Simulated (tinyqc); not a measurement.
What moves the results: defect-molecule model of a vacancy with Jahn-Teller distortion. A value that a table varies takes the place of the one given here.

Four dangling hybrids a, b, c, d point into the vacancy: H_ii = E0, and -gm between any two. A tetragonal distortion Q pairs a with b and c with d: those two couplings become -gm - I Q and the other four -gm + I Q/2, at an elastic cost k Q^2/2. The a1 level holds two electrons; charge states 2+, + and 0 put n = 0, 1, 2 more into the lowest level of t2 origin. Energy from the 2+ state at Q = 0, with the Fermi level mu counted from Ev: W_n(Q) = n (et - 2 I Q) + k Q^2/2 + Uc n (n - 1)/2 - n mu. et = E0 + gm is the undistorted t2 level.

Constants: kB = 8.617333262e-05 eV/K.

Inputs chosen for the exercise (of the size used for the vacancy in silicon; not measured data): E0 = -0.12 eV (level of a dangling hybrid, from Ev); gm = 0.42 eV (coupling between two dangling hybrids); I = 1.22 eV/angstrom (Jahn-Teller coupling); k = 16 eV/angstrom^2 (force constant of the mode); Uc = 0.32 eV (repulsion of two electrons in one orbital); T = 300 K (temperature); mu1 = -0.03 eV (first Fermi level).

## Occupation against the Fermi level

Weights g_n exp(-W_n/kT) with W_n = n et - n^2 E_JT + Uc n (n - 1)/2 - n mu, E_JT = 2 I^2/k, degeneracies 1, 6 (spin and three axes) and 3; mu = mu1 + 0.03 j eV.

Shares:
```
mu (eV)      2+       +       0  mean charge
-0.03    0.9773  0.0224  0.0003       1.9770
0.00     0.9290  0.0679  0.0031       1.9259
0.03     0.7891  0.1841  0.0268       1.7622
0.06     0.4782  0.3560  0.1657       1.3125
0.09     0.1448  0.3441  0.5111       0.6337
0.12     0.0225  0.1703  0.8073       0.2152
0.15     0.0026  0.0618  0.9356       0.0670
0.18     0.0003  0.0203  0.9795       0.0208
0.21     0.0000  0.0064  0.9935       0.0065
```

U_eff = Uc - 2 E_JT = -0.052 eV and kT = 25.9 meV. The + state reaches at most 35.6 % on these rows, at mu = 0.06 eV. The mean charge goes from 1.98 to 0.01. Rows with mu < 0 lie in the valence band and are formal.

## When U turns negative

The force constant is varied. E_JT = 2 I^2/k, E(2+/+) = et - E_JT, E(+/0) = et - 3 E_JT + Uc, U_eff = Uc - 2 E_JT.

Against k:
```
k (eV/angstrom^2)  E_JT (eV)  (2+/+) (eV)  (+/0) (eV)  U_eff (eV)  Q of the neutral state (angstrom)
8                     0.3721      -0.0721     -0.4963     -0.4242                             0.6100
12                    0.2481       0.0519     -0.1242     -0.1761                             0.4067
16                    0.1860       0.1139      0.0619     -0.0521                             0.3050
24                    0.1240       0.1760      0.2479      0.0719                             0.2033
32                    0.0930       0.2070      0.3409      0.1340                             0.1525
48                    0.0620       0.2380      0.4340      0.1960                             0.1017
64                    0.0465       0.2535      0.4805      0.2270                             0.0762
96                    0.0310       0.2690      0.5270      0.2580                             0.0508
```

k at which U_eff = 0 = 18.61 eV/angstrom^2

Levels below 0 lie in the valence band. U_eff is negative for k below 4 I^2/Uc = 18.6: 3 of the 8 rows. The gain grows as n^2, so the second electron wins 3 E_JT where the first wins E_JT. For a stiff lattice the levels tend to et = 0.300 and et + Uc = 0.620 eV. Distortions above about 0.5 angstrom (1 of the rows) are beyond a linear coupling.

## What each parameter does

E_JT = 2 I^2/k, E(2+/+) = et - E_JT, E(+/0) = et - 3 E_JT + Uc, U_eff = E(+/0) - E(2+/+); a1 level E0 - 3 gm. Each row changes one parameter from the base and keeps the others.

Results:
```
case                    (2+/+) (eV)  (+/0) (eV)  U_eff (eV)  a1 (eV)
base                         0.1139      0.0619     -0.0521  -1.3800
E0 = -0.07 eV                0.1640      0.1119     -0.0521  -1.3300
gm = 0.46 eV                 0.1540      0.1018     -0.0521  -1.5000
I = 1.342 eV/angstrom        0.0749     -0.0554     -0.1302  -1.3800
k = 17.6 eV/angstrom^2       0.1309      0.1126     -0.0183  -1.3800
Uc = 0.38 eV                 0.1139      0.1218      0.0079  -1.3800
```

The largest shifts from the base row, up to three for each result and ties (the steps differ in size, so this ranks the rows, not the parameters). (2+/+) (eV): E0 +0.0500, gm +0.0400, I -0.0391; unchanged at the printed digits by Uc. (+/0) (eV): I -0.1172, Uc +0.0600, k +0.0507. U_eff (eV): I -0.0781, Uc +0.0600, k +0.0338; unchanged at the printed digits by E0 and gm. a1 (eV): gm -0.1200, E0 +0.0500; unchanged at the printed digits by I, k and Uc. E0 and gm move both levels alike, so U_eff depends on I, k and Uc alone.

(tinyqc, `OMP_NUM_THREADS=1 python tinyqc.py 1452482 1452483 out.jsonl`, Intel(R) Xeon(R) Processor @ 2.30GHz, 1 thread, shared host, about 0.01 s.)
